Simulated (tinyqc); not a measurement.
Valley splitting in a one-orbital chain of atomic planes (second-neighbour model), step by step. Values are carried at full precision from step to step, so a last printed digit may differ when a step is redone from the rounded ones.

Each (001) plane carries one orbital with energy e0, hopping v to the next plane and u to the second: E(phi) = e0 + 2 v cos(phi) + 2 u cos(2 phi), where phi = pi - k a/4 (the sign of every second orbital is chosen so that v > 0, which shifts the phase by pi). The minimum lies at cos(phi0) = -v/(4u), phi0 = pi - (pi/2) k0 for a valley at k0 (2 pi/a), and e0 puts it at zero. A slab of N planes has hard walls: the matrix simply ends.

Constants: hbar^2/2m0 = 3.80998211 eV angstrom^2.

Parameters, chosen for this exercise (near those of the Delta valleys of silicon; abrupt walls in this chain split the valleys several times more than measured wells; not measured data):
- a = 5.441 angstrom (lattice constant; planes lie a/4 apart)
- k0 = 0.825 2 pi/a (position of the valley)
- ml = 0.93 m0 (longitudinal mass)
- N = 12 (planes in the small slab)

## Hoppings from the valley position and mass

The curvature at the minimum is d2E/dphi2 = 8 u sin^2(phi0) = (2c/ml)/(a/4)^2 with c = hbar^2/2m0; v = -4 u cos(phi0); e0 = 2u + v^2/(4u).

phi0 = 1.84569 rad
u = 0.59756 eV
v = 0.64881 eV
e0 = 1.37123 eV

## The bulk band

E at phi = j pi/10.

Band:
```
phi/pi  E (eV)
0.0     3.8640
0.1     3.5722
0.2     2.7903
0.3     1.7646
0.4     0.8053
0.5     0.1761
0.6     0.0034
0.7     0.2392
0.8     0.6908
0.9     1.1040
1.0     1.2687
```

## Hamiltonian of the slab

e0 on the diagonal, v and u on the first and second off-diagonals.

H (eV):
```
[[1.3712, 0.6488, 0.5976, 0, 0, 0, 0, 0, 0, 0, 0, 0],
 [0.6488, 1.3712, 0.6488, 0.5976, 0, 0, 0, 0, 0, 0, 0, 0],
 [0.5976, 0.6488, 1.3712, 0.6488, 0.5976, 0, 0, 0, 0, 0, 0, 0],
 [0, 0.5976, 0.6488, 1.3712, 0.6488, 0.5976, 0, 0, 0, 0, 0, 0],
 [0, 0, 0.5976, 0.6488, 1.3712, 0.6488, 0.5976, 0, 0, 0, 0, 0],
 [0, 0, 0, 0.5976, 0.6488, 1.3712, 0.6488, 0.5976, 0, 0, 0, 0],
 [0, 0, 0, 0, 0.5976, 0.6488, 1.3712, 0.6488, 0.5976, 0, 0, 0],
 [0, 0, 0, 0, 0, 0.5976, 0.6488, 1.3712, 0.6488, 0.5976, 0, 0],
 [0, 0, 0, 0, 0, 0, 0.5976, 0.6488, 1.3712, 0.6488, 0.5976, 0],
 [0, 0, 0, 0, 0, 0, 0, 0.5976, 0.6488, 1.3712, 0.6488, 0.5976],
 [0, 0, 0, 0, 0, 0, 0, 0, 0.5976, 0.6488, 1.3712, 0.6488],
 [0, 0, 0, 0, 0, 0, 0, 0, 0, 0.5976, 0.6488, 1.3712]]
```

## Levels and the valley doublet

Diagonalise H. The two lowest levels are the doublet made from the valleys at +k0 and -k0; give their splitting, the weights of the lowest state, and its parity under reversal of the planes.

levels (eV): [0.0987, 0.1218, 0.3640, 0.4667, 0.7274, 0.9076, 1.1830, 1.1877, 1.8522, 2.5922, 3.2505, 3.7029]

splitting = 23.09 meV

weights on the planes: [0.031, 0.059, 0.013, 0.200, 0.025, 0.172, 0.172, 0.025, 0.200, 0.013, 0.059, 0.031]

parity of the lowest state: odd

The mean of the doublet lies 0.1102 eV above the bulk minimum, and level 3 lies 0.2538 eV above that mean; the weights oscillate from plane to plane because the two valleys interfere.

## Checks

- Mean of the doublet for 400 planes against the effective-mass level with W = 402 a/4 (meV): both 0.1352.

tinyqc: `OMP_NUM_THREADS=1 python tinyqc.py 1482861 1482862 out.jsonl`; about 0.01 s, one thread, shared Intel(R) Xeon(R) Processor @ 2.30GHz.
